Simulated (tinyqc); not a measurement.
# Band bending at a free surface with a continuum of surface states, surface photovoltage and Kelvin probe: what changes with what

n-type bulk, xi = Ec - EF = Vt ln(Nc/Nd), p0 = ni^2/Nd, ni = sqrt(Nc Nv) exp(-Eg/(2 Vt)), Eg in volts. b is the upward band bending, u = b/Vt. Space charge per area, in units of q: Qc = sign(b) sqrt((2 eps0 eps_r Vt/q) [(Nd + dn)(exp(-u) - 1) + Nd u + (p0 + dn)(exp(u) - 1)]), with dn the excess density under light (flat quasi-Fermi levels; 0 in the dark). The states hold -Ds (E0 - xi - b): negative while the Fermi level lies above the neutrality level. Neutrality: Qc + Qf + (charge of the states) = 0.

Values chosen for this exercise; band and dielectric values close to those of gallium arsenide:
```
symbol,value,unit,meaning
T,300,K,temperature
Eg,1.4,eV,band gap
eps_r,12.8,,relative permittivity
Nc,4.45e17,cm^-3,conduction-band density of states at T
Nv,9.05e18,cm^-3,valence-band density of states at T
Nd,1.3e15,cm^-3,donor density
Qf,0,cm^-2,fixed positive charge at the surface
Ds,2.3e11,cm^-2 eV^-1,density of surface states
E0,0.72,eV,depth of their neutrality level below the conduction edge
```

Constants: q = 1.602176634e-19 C, kB = 1.380649e-23 J/K, Vt = kB T/q, eps0 = 8.8541878128e-14 F/cm where lengths are in cm. Results are converted to the units shown.

Each table varies one quantity; the others keep the values above.

## Pinning by the surface states

b solves the neutrality condition in the dark.

Pinning by the surface states:
```
Ds (cm^-2 eV^-1)	b (V)	xi + b (eV)	Qc (cm^-2)
2.4e10	0.02545	0.1763	1.305e10
6.7e10	0.08258	0.2334	3.260e10
1.8e11	0.2293	0.3802	6.117e10
5.1e11	0.4053	0.5562	8.354e10
1.4e12	0.5023	0.6531	9.361e10
3.9e12	0.5441	0.6950	9.763e10
1.1e13	0.5601	0.7110	9.913e10
2.9e13	0.5657	0.7166	9.964e10
8.1e13	0.5679	0.7188	9.985e10
```

b rises from 0.0255 to 0.568 V. The Fermi level moves towards E0 = 0.72 eV and is within 1.23 meV of it in the last row; it is half-way there at the Ds that solves Ds b = Qc(b) + Qf with b = (E0 - xi)/2, 2.42e11 cm^-2 eV^-1.

## Photovoltage against injection

Same model as above.

Under chopped light the surface charge keeps its dark value, so b falls to bL with Qc(bL, dn) = Qc(b, 0); the photovoltage is b - bL.

Results:
```
dn (cm^-3)	bL (V)	photovoltage (mV)	share of b removed (%)
1.3e6	0.2749	0.001072	3.901e-4
1.3e7	0.2749	0.01072	0.003900
1.3e8	0.2748	0.1068	0.03885
1.3e9	0.2739	1.031	0.3749
1.3e10	0.2670	7.901	2.874
1.3e11	0.2433	31.59	11.49
1.3e12	0.2045	70.40	25.61
1.3e14	0.1084	166.5	60.56
1.2e15	0.06140	213.5	77.66
1.2e16	0.02495	249.9	90.92
```

Estimate the missing row, dn = 1.3e13 cm^-3.

Computed row:
```
dn (cm^-3)	bL (V)	photovoltage (mV)	share of b removed (%)
1.3e13	0.1581	116.8	42.47
```

With this row back in the table: The photovoltage rises from 0.00107 to 250 mV, towards the full b = 275 mV. Its steepest rise is 49.7 mV a decade (Vt ln 10 = 59.5 mV), and it reaches 90.9 % of b in the last row: even strong light does not flatten the bands fully, so a saturation reading understates b. For dn = 1.2e16 the injection is high, and a Dember voltage, left out here, adds to the signal.

Program tinyqc, `OMP_NUM_THREADS=1 python tinyqc.py 2430163 2430164 out.jsonl`; Intel Xeon 2.30GHz, shared host, one thread, about 0.01 s.
